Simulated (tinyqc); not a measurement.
Via and link resistance from two via chains.

Inverse problem. A chain of 2000 vias joined by 2000 metal links has R = 2000 (Rv + Rlink), with Rlink proportional to the link length. Find Rv, Rlink for length L, and the value of Rv that the short chain would give if the links were ignored.

resistance of chains of 2000 links with link lengths L and 3 L (ohm): 33600  44800

Solution. R per link is a straight line in the link length; its intercept at zero length is Rv.

Rv = 14.0 ohm
Rlink = 2.80 ohm
Rv without correction = 16.8 ohm

tinyqc, about 0.01 s, one thread, Intel Xeon 2.30GHz (shared host): `OMP_NUM_THREADS=1 python tinyqc.py 2750141 2750142 out.jsonl`
